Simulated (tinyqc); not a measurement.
Stoner model of a band ferromagnet: one step. The ground state.

Density of states per atom and spin: triangular, D(e) = (4 M/W^2) (W/2 - |e|). Levels e -/+ I m/2 for up and down spin, m = n_up - n_down, n_up + n_down = nd. At zero temperature e(N) is the energy below which N states lie, and E(m) = sum over spins of integral e D de - I m^2/4.

Inputs chosen for the exercise:
- W = 5.1 eV (band width, e from -W/2 to W/2)
- M = 5 (states per atom and spin)
- nd = 9.18 (electrons per atom)
- I = 1.3 eV (Stoner parameter)

Task: Take the lowest of E(0), the stationary points e(n_up) - e(n_down) = I m, and saturation.

Give: m; exchange splitting I m; E - E(0); n_up, n_down.

Result:

m = 0.394 muB
exchange splitting I m = 0.512 eV
E - E(0) = -0.8 meV

n_up, n_down: [4.787, 4.393]

Both spin bands cross the Fermi level (a weak ferromagnet).

Computed by tinyqc, a small Python program: `OMP_NUM_THREADS=1 python tinyqc.py 1681607 1681608 out.jsonl` (the numbers bound the seed that draws the inputs); one thread of a shared host (Intel(R) Xeon(R) Processor @ 2.30GHz), about 0.8 s for the whole set of steps.
